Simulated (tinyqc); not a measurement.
# Mass from the capacitance plateau

Problem. Once one two-dimensional band is degenerate, Cq = q gv md m0 q/(pi hbar^2) and 1/C_G = 1/Cox + 1/Cq (no traps). Find Cq, md and the oxide-equivalent thickness 3.9 eps0/Cq that it adds.

Inputs (values chosen for the exercise):

| symbol | value | unit | meaning |
|---|---|---|---|
| gv | 1 |  | valley degeneracy |

Constants: q = 1.602176634e-19 C, hbar = 1.054571817e-34 J s, m0 = 9.1093837015e-31 kg, eps0 = 8.8541878128e-14 F/cm where lengths are in cm. Results are converted to the units shown.

C_G on the plateau = 0.35594403 uF/cm^2
Cox = 0.37946519 uF/cm^2

Solution. Removing Cox from the series leaves Cq, which is proportional to gv md.

Cq = 5.742 uF/cm^2
md = 0.08580 m0
added thickness = 0.6013 nm

Computed by the program tinyqc: `OMP_NUM_THREADS=1 python tinyqc.py 2200118 2200119 out.jsonl`, one thread of a shared Intel Xeon 2.30GHz, about 0.01 s for the whole run.
